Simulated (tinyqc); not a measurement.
# From Raman width Gamma back to lifetime at T = 0, tau_0

Model: decay of LO phonons and the hot-phonon bottleneck in the cooling of electrons. Computed by tinyqc, a small Python program. Command: `OMP_NUM_THREADS=1 python tinyqc.py 3017287 3017288 out.jsonl hotphonon inv`. One thread of a shared host (Intel(R) Xeon(R) Processor @ 2.30GHz), about 0.02 s of CPU time with the checks.

n(E, T) = 1/(exp(E/(k_B T)) - 1) is the Bose occupation. Electrons have a temperature T_e; the LO modes within their reach share one occupation N; the decay products stay at the lattice temperature.

Inputs (values chosen for the exercise, modelled on indium arsenide): LO energy hbar omega = 29.1 meV; weight b of the three-phonon channel = 0.025; lattice temperature T = 300 K.

Decay channel: two equal phonons plus a three-phonon channel.

Constants: k_B = 8.617333262e-05 eV/K; c = 299792458 m/s.

Method. Decay rate 1/tau = (1/tau_0) [1 + 2 n_2 + b (1 + 3 n_3 + 3 n_3^2)]/(1 + b), n_2 = n(hbar omega/2), n_3 = n(hbar omega/3). Full width Gamma = 1/(2 pi c tau) in 1/cm, c in cm/s.

Question. A run gave the result below. Find the lifetime at T = 0, tau_0, known to lie between 3.3 and 12 ps.

Raman width Gamma = 3.490907 1/cm

Answer.

Each step takes the trial c = (a f_b - b f_a)/(f_b - f_a), f being the result less the target and a, b, c the logarithms of the listed values; c replaces end b, the old b replaces a if the sign of f changed, and otherwise f_a is halved.

Scan of the range:

| lifetime at T = 0, tau_0 (ps) | Raman width Gamma (1/cm) |
|---|---|
| 3.30 | 6.58935 |
| 4.09 | 5.31659 |
| 5.07 | 4.28893 |
| 6.29 | 3.45705 |
| 7.80 | 2.78780 |
| 9.68 | 2.24637 |
| 12.00 | 1.81207 |

False position (Illinois rule, in the logarithm of the input) inside the bracket:

| step | end a | end b | trial | Raman width Gamma (1/cm) |
|---|---|---|---|---|
| 1 | 5.07000 | 6.29000 | 6.23505 | 3.48752 |
| 2 | 5.07000 | 6.23505 | 6.22421 | 3.49360 |
| 3 | 6.23505 | 6.22421 | 6.22900 | 3.49091 |
| 4 | 6.22421 | 6.22900 | 6.22900 | 3.49091 |

Raman width Gamma falls at every point of a 13-point scan of the range (every second point is shown), so one value fits; it is bracketed by 5.07 and 6.29. The scan shows a pure power law with exponent -1.0000, so scaling from any one row also gives the answer directly. Answer: lifetime at T = 0, tau_0 = 6.229 ps.
